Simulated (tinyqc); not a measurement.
How errors in the targets pass to the parameters: fitting sp3s* parameters to three gaps by Newton steps.

J:
```
           Esc    Vsapc      Exc
Gamma  0.63474  0.00000  0.00000
X      0.00000  0.53313  0.00000
L      0.34779  0.29127  0.07713
```

The gaps at Gamma, X and L of an sp3s* model are fitted with Esc, Vsapc and Exc; J holds the derivatives of the gaps by these parameters at the start. The change of each parameter for +10 meV on one target is 10 J^-1, in meV.

Shifts (meV):

| target raised | Esc | Vsapc | Exc |
|---|---|---|---|
| Gamma | 15.8 | 0.0 | -71.0 |
| X | 0.0 | 18.8 | -70.8 |
| L | 0.0 | 0.0 | 129.6 |

root sum of squares (meV): Esc 15.8, Vsapc 18.8, Exc 163.9

What does the comparison show?

Independent errors of 10 meV leave Exc least certain (164 meV) and Esc best fixed (15.8 meV). The largest single entry, 130 meV, comes from the target at L.

tinyqc: `OMP_NUM_THREADS=1 python tinyqc.py 1451604 1451605 out.jsonl`; about 0.1 s, one thread, shared Intel(R) Xeon(R) Processor @ 2.30GHz.
